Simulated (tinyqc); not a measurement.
What grading buys: minority-electron transport through the base of a bipolar transistor (Moll-Ross and Kroemer integrals). Computed by tinyqc, a small Python program. Command: `OMP_NUM_THREADS=1 python tinyqc.py 3006317 3006318 out.jsonl base walk`. One thread of a shared host (Intel(R) Xeon(R) Processor @ 2.30GHz), about 0.01 s of CPU time with the checks.

Low injection, one dimension, x from the emitter edge (0) to the collector edge (W), s = x/W. Recombination is treated as a small correction (valid for tau_B well below tau_n), computed from the stored charge.

Inputs (values chosen for the exercise, modelled on InP):
```
quantity                               value        unit
base doping at the emitter edge N_0  2.6e+18      1/cm^3
base width W                              23          nm
mu_min                                   680  cm^2/(V s)
mu_max                                  4710  cm^2/(V s)
N_ref                                  1e+17      1/cm^3
saturation velocity v_s                 0.96    1e7 cm/s
temperature T                            300           K
doping ratio N_0/N(W)                     72           -
```

Base doping profile: exponential. Gap grading: linear. Exit of the base: infinite sink.

Constants: k_B = 8.617333262e-05 eV/K.

Method. N(x) = N_0 (ratio)^(-s); n_i(x)^2 = n_i^2 exp(s dE_g/k_B T); D(x) = (k_B T/e) mu, mu = mu_min + (mu_max - mu_min)/(1 + (N/N_ref)^0.7). With y(x) = N n_i^2/(D n_i(x)^2): base Gummel number G_B = int_0^W y dx; J_C = e n_i^2 exp(e V_BE/k_B T)/G_B; n(x) = (J_C/e)(n_i(x)^2/(N n_i^2)) [int_x^W y dx]; transit time tau_B = (e/J_C) int n dx; trapezoid rule on 401 even points.

The same base with other gradings:
```
dE_g (meV)  dE_g/k_B T  G_B (s/cm^4)  J_C gain  tau_B (ps)  speed gain
0                0.000    4.0341e+10    1.0000    0.018150      1.0000
25               0.967    3.4398e+10    1.1728    0.015805      1.1483
50               1.934    2.9948e+10    1.3470    0.013978      1.2984
75               2.901    2.6503e+10    1.5221    0.012520      1.4497
100              3.868    2.3762e+10    1.6977    0.011331      1.6018
150              5.802    1.9681e+10    2.0497    0.009515      1.9075
200              7.736    1.6791e+10    2.4025    0.008196      2.2144
300             11.605    1.2974e+10    3.1094    0.006413      2.8302
```

What follows from these numbers?

At 100 meV J_C rises by a factor 1.70 and the transit is 1.60 times faster; at 300 meV the factors are 3.11 and 2.83. For a uniform base without exit term both tend to be linear in dE_g/k_B T, J_C as x/(1 - exp(-x)) and the speed as x/2. From 0 meV on the mean velocity W/tau_B exceeds v_s, so those speed gains are overstated.
